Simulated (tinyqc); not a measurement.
# Long-channel MOSFET, surface-potential model: two studies

n-channel transistor on a uniformly doped p-type body, gradual-channel approximation, constant mobility, Boltzmann statistics, full ionisation. Potentials are counted from the neutral body; V is the electron quasi-Fermi potential, Vsb at the source and Vsb + Vds at the drain. Charges are magnitudes per area.

Parameters, values chosen for the exercise; material values close to those of gallium arsenide: temperature T = 273 K; band gap Eg = 1.44 eV; relative permittivity of the semiconductor eps_r = 12.7; conduction-band density of states at T Nc = 3.89e17 cm^-3; valence-band density of states at T Nv = 7.73e18 cm^-3; acceptor density of the body Na = 9.4e16 cm^-3; relative permittivity of the gate insulator eox = 7.76; insulator thickness tox = 8.4 nm; flat-band voltage Vfb = -1.08 V; channel mobility mu = 580 cm^2/(V s); gate width W = 5 um; gate length L = 1 um; source-body reverse bias Vsb = 1 V; drain-source voltage Vds = 2 V.

Constants: q = 1.602176634e-19 C, kB = 1.380649e-23 J/K, Vt = kB T/q, eps0 = 8.8541878128e-14 F/cm where lengths are in cm. Results are converted to the units shown.

Each table varies one quantity; the others keep the values above.

## Transfer curve from weak to strong inversion

ni = sqrt(Nc Nv) exp(-Eg/(2 Vt)), Eg in volts; phiF = Vt ln(Na/ni); Cox = eps0 eox/tox; gamma = sqrt(2 q eps0 eps_r Na)/Cox. The surface potential psi at channel potential V solves Vgs + Vsb - Vfb - psi = gamma sqrt(G), G = psi - Vt + Vt exp((psi - 2 phiF - V)/Vt). Charge sheet: Qi = Cox gamma [sqrt(G) - sqrt(psi - Vt)]; I = mu (W/L) [integral of Qi dpsi from psi_0 to psi_L (drift) + Vt (Qi0 - QiL) (diffusion)], with psi_0 at V = Vsb and psi_L at V = Vsb + Vds. Pao-Sah: Qi(V) = (Cox gamma/2) integral from 3 Vt to psi of exp((u - 2 phiF - V)/Vt)/sqrt(G(u, V)) du, and I = mu (W/L) integral of Qi dV from Vsb to Vsb + Vds. Square law: VT = Vfb + 2 phiF + gamma sqrt(2 phiF + Vsb), m = 1 + gamma/(2 sqrt(2 phiF + Vsb)), I = mu Cox (W/L) [(Vgs - VT) v - m v^2/2] with v the smaller of Vds and (Vgs - VT)/m, and zero below VT. gm = dI/dVgs of the charge-sheet current.

Transfer curve from weak to strong inversion:
```
Vgs (V),"I, charge sheet (uA)","I, Pao-Sah (uA)",drift share (%),gm/I (1/V),"I, square law (uA)"
0.36,3.424e-5,3.444e-5,0.001210,39.22,0
0.45,0.001171,0.001177,0.04140,39.26,0
0.54,0.03970,0.03993,1.369,38.77,0
0.62,0.7334,0.7412,17.64,32.14,3.427
0.71,6.778,6.919,53.05,18.15,23.44
0.8,24.24,24.84,71.24,11.11,61.35
0.89,55.78,57.19,79.92,7.770,117.1
0.97,96.54,98.97,84.33,6.076,181.7
1.06,157.3,161.1,87.49,4.858,271.3
```

The charge-sheet current rises from 3.42e-5 to 157 uA. In the first row gm/I is 39.2 1/V, a swing of 58.7 mV a decade, against Vt ln 10 = 54.2 mV a decade for an ideal gate; in the last it is 4.86 1/V. Drift passes half of the current at Vgs = 0.71 V among the rows listed (VT = 0.564 V). The charge sheet departs most from Pao-Sah at Vgs = 0.89 V, where it is 2.5 % below it. In the last row the square law is 68 % above Pao-Sah. For Vgs = 0.62 to 1.06 V the surface electron density at the source passes 0.3 Nc, where degeneracy and quantisation, left out here, matter.

## Output curve

Same model as above.

In this table Vgs = 0.86 V.

Output curve:
```
Vds (V),psi_L (V),QiL (nC/cm^2),"I, charge sheet (uA)","I, Pao-Sah (uA)","I, square law (uA)"
0.05,2.459,106.3,17.67,18.14,31.89
0.1,2.499,71.56,30.26,31.06,57.41
0.15,2.534,40.40,38.16,39.16,76.55
0.2,2.562,16.18,42.08,43.16,89.33
0.24,2.574,5.131,43.22,44.32,94.97
0.29,2.579,0.7623,43.56,44.67,96.56
0.34,2.580,0.09410,43.61,44.71,96.56
0.39,2.580,0.01128,43.62,44.72,96.56
0.44,2.580,0.001347,43.62,44.72,96.56
```

The Pao-Sah current rises from 18.1 to 44.7 uA, while the charge at the drain end falls from 106 to 0.00135 nC/cm^2. The current first comes within 1 % of its last value at Vds = 0.24 V among the rows listed; the square law saturates at (Vgs - VT)/m = 0.275 V. Over the last two rows psi_L moves by less than 1 mV: the drain has lost hold of the surface potential, so the current no longer grows. In the last row the charge sheet is 2.5 % below Pao-Sah and the square law 2.16 times it. In every row the surface electron density at the source passes 0.3 Nc, where degeneracy and quantisation, left out here, matter.

Computed by the program tinyqc: `OMP_NUM_THREADS=1 python tinyqc.py 2360129 2360130 out.jsonl`, one thread of a shared Intel Xeon 2.30GHz, about 0.06 s for the whole run.
